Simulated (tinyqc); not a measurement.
Schottky diode by thermionic emission with image-force lowering and series resistance: one step of the calculation.

Metal on an n-type semiconductor with one parabolic valley; V > 0 is forward bias (metal positive). I = I0 [exp(Vj/(n Vt)) - 1] with Vj = V - I Rs; I0 = S A* T^2 exp(-(phi - dphi)/Vt), the lowering dphi taken at zero bias.

Task. Junction voltage. Newton step for g(Vj) = Vj + Rs I0 [exp(Vj/(n Vt)) - 1] - V = 0: Vj(new) = Vj - g/g', g' = 1 + Rs I0 exp(Vj/(n Vt))/(n Vt).

Parameters, values chosen for the exercise; band and dielectric values those of a made-up semiconductor:
```
symbol  value  unit            meaning
T         350     K        temperature
n        1.11          ideality factor
Rs        170   ohm  series resistance
V        0.33     V       applied bias
```

Constants: q = 1.602176634e-19 C, kB = 1.380649e-23 J/K, Vt = kB T/q. Results are converted to the units shown.

I0 = 7.0697217e-5 A
Vj at the start = 0.23 V

Give: Vj after iteration 1.

Result.

Vj after iteration 1 = 0.1969 V

tinyqc, about 0.01 s, one thread, Intel Xeon 2.30GHz (shared host): `OMP_NUM_THREADS=1 python tinyqc.py 2640156 2640157 out.jsonl`
